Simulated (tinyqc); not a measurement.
# Energy and delay of logic against supply voltage, step by step

Program tinyqc, `OMP_NUM_THREADS=1 python tinyqc.py 2082095 2082096 out.jsonl`; Intel Xeon 2.30GHz, shared host, one thread, about 0.01 s. Printed values are rounded.

One expression serves below and above threshold: I(Vg) = Ik [ln(1 + exp((Vg - VT + dd V)/(al nf Vt)))]^al, with I_on = I(V) and I_off = I(0). Gate delay td = kd C V/I_on, clock period LD td. Per gate and cycle the switching energy is act C V^2 and the leakage energy I_off V LD td. No short-circuit current, no variation. Minima are sought above 0.09 V; below a few Vt gates no longer switch and the model has no meaning.

Parameters, values chosen for the exercise; values of the order met in logic technologies:
```
symbol  value  unit                               meaning
T         330     K                           temperature
VT       0.24     V  threshold voltage at zero drain bias
nf       1.34                                slope factor
dd        0.1         barrier lowering per volt of supply
Ik        2.8    uA            specific current of a gate
al       1.35                 exponent of the current law
C         1.4    fF            load capacitance of a gate
kd        1.2                                delay factor
LD         12                                 logic depth
act      0.02                             activity factor
V         0.7     V                        supply voltage
```

Constants: q = 1.602176634e-19 C, kB = 1.380649e-23 J/K, Vt = kB T/q. Results are converted to the units shown.

## Currents, delay and energies

I_on, I_off, td, clock frequency 1/(LD td), both energies and their sum.

I_on = 65.2594 uA
I_off = 31.5542 nA
td = 18.0204 ps
clock frequency = 4.62439 GHz
switching energy = 13.72 aJ
leakage energy = 4.77640 aJ
energy = 18.4964 aJ

I_on/I_off = 2070; leakage makes up 25.8 % of the energy.

## Starting value

V = 0.35 V.

V at the start = 0.35 V

## Iteration 1: new V

Minimum-energy supply: E(V) is the energy per gate and cycle; with h = 0.001 V, E' = (E(V + h) - E(V - h))/(2 h), E'' = (E(V - h) - 2 E(V) + E(V + h))/h^2, V(new) = V - E'/E''.

E' = 16.4809 aJ/V
E'' = 163.950 aJ/V^2
V after iteration 1 = 0.249476 V

## Iteration 2: new V

As before.

E' = -13.7207 aJ/V
E'' = 528.295 aJ/V^2
V after iteration 2 = 0.275448 V

## Iteration 3: new V

As before.

E' = -2.06594 aJ/V
E'' = 377.076 aJ/V^2
V after iteration 3 = 0.280927 V

## Course of the iteration

Stop when the step is below 1e-9 V, or after 40 iterations.

Course of the iteration:
```
iteration  V before the step (V)   step (V)
1                           0.35     -0.101
2                       0.249476     0.0260
3                       0.275448    5.48e-3
4                       0.280927    2.04e-4
5                       0.281131    2.66e-7
6                       0.281131  -3.80e-12
```

Converged in 6 iterations. There leakage makes up 59.7 % of the energy and the clock runs at 914 MHz.
